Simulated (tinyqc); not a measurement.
# Zero-field depth and permittivity from two fields

Question. The apparent depth of a Coulomb trap is Et - sqrt(q F/(pi eps0 eps_r)). Find Et and eps_r.

Constants: q = 1.602176634e-19 C, eps0 = 8.8541878128e-14 F/cm where lengths are in cm. Results are converted to the units shown.

apparent depth at F = 4.4 and 18 kV/cm (eV): 0.21431395  0.19827340

Answer. The depth is linear in sqrt(F): the intercept is Et and the slope -sqrt(q/(pi eps0 eps_r)).

Et = 0.230 eV
eps_r = 10.3

Numbers from tinyqc (`OMP_NUM_THREADS=1 python tinyqc.py 2050045 2050046 out.jsonl`; about 0.01 s on one thread of a shared Intel Xeon 2.30GHz).
